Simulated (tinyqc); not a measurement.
Temperature and isotope dependence of a band gap in oscillator models, step by step. Values are carried at full precision from step to step, so a last printed digit may differ when a step is redone from the rounded ones.

E(T) = E0 - sum_i sl_i th_i n_i(T), n = 1/(exp(th/T) - 1). The same coupling lowers the gap at 0 K by the zero-point term ZP = sum_i sl_i th_i/2, so the gap of the static lattice is E0 + ZP. Thermal expansion is taken as part of the slopes.

Parameters, chosen for this exercise (near those of InP; shifted at random, so the results belong to these values and not to a real crystal): E0 = 1.424 eV (gap at 0 K); th = (86, 363) K (temperatures of two oscillators); sl = (0.1107, 0.2583) meV/K (their high-temperature slopes); T = 200 K (temperature); M = 73.04 u (mean atomic mass); dM = 4.46 u (change of the mean mass (not bounded by the natural isotopes)); T12 = (220, 400) K (temperatures of the fits).

## The gap at T

Give the occupations, the two terms, the gap, ZP and the static gap.

n_i: 1.86130  0.19451

terms (meV): 17.720  18.238

E(T) = 1.3880 eV
ZP = 51.64 meV
static gap = 1.4756 eV

The thermal fall, 36.0 meV, is smaller than the zero-point term, 51.6 meV; the soft oscillator supplies 49 % of the fall but 9 % of ZP. A calculation with clamped ions should be compared with the static gap.

## Slope and asymptote

dE/dT = -sum sl_i (th_i/T)^2 n_i (1 + n_i). At high T, n -> T/th - 1/2, so E -> E0 + ZP - (sum sl_i) T. Give the slope, its ratio to the limit, and the value at 0 K of the tangent drawn at T.

dE/dT = -0.3067 meV/K
ratio to the limiting slope = 0.8312
intercept of the tangent = 1.4494 eV
intercept - E0 = 25.38 meV

The tangent recovers 49 % of ZP: the extrapolation works only from T well above the higher oscillator (363 K).

## Isotope effect

With M -> M + dM the oscillator temperatures scale as M^(-1/2) and the slopes stay. Give th, ZP, E0 (static gap fixed) and E(T) for the new mass, and the linear rule dE0 = ZP dM/(2 M).

th (K): 83.49  352.40

ZP = 50.134 meV
shift of E0 = 1.508 meV
linear rule = 1.577 meV
shift of E(T) = 0.758 meV

The heavier crystal has the wider gap. At 200 K 50 % of the shift at 0 K is left; it fades at high T, where the motion is classical and the mean-square amplitude no longer depends on mass.

## Two common fits

Two-parameter forms are made to pass through the falls at the two temperatures T12: Varshni aV T^2/(T + bV), from the line T^2/fall = (T + bV)/aV; one oscillator s1 t1/(exp(t1/T) - 1), with t1 from the ratio of the falls.

Give the falls and the parameters.

falls (meV): 42.1907  103.1243

aV = 0.4452 meV/K
bV = 291 K
t1 = 252.4 K
s1 = 0.3594 meV/K
ZP of the one-oscillator fit = 45.4 meV

The limiting slope of the model is 0.3690 meV/K; Varshni puts it +21 % off and one oscillator -3 %. The ZP of the fit differs from the true one by -6.3 meV.

## Checks

- Slope by finite differences against the formula (meV/K): both 0.30671.
- Fall at 20 times the higher oscillator temperature against the asymptote (meV): 2627.7 against 2627.3.

Program tinyqc; command `OMP_NUM_THREADS=1 python tinyqc.py 1880998 1880999 out.jsonl`; about 0.01 s on one thread of a shared Intel(R) Xeon(R) Processor @ 2.30GHz.
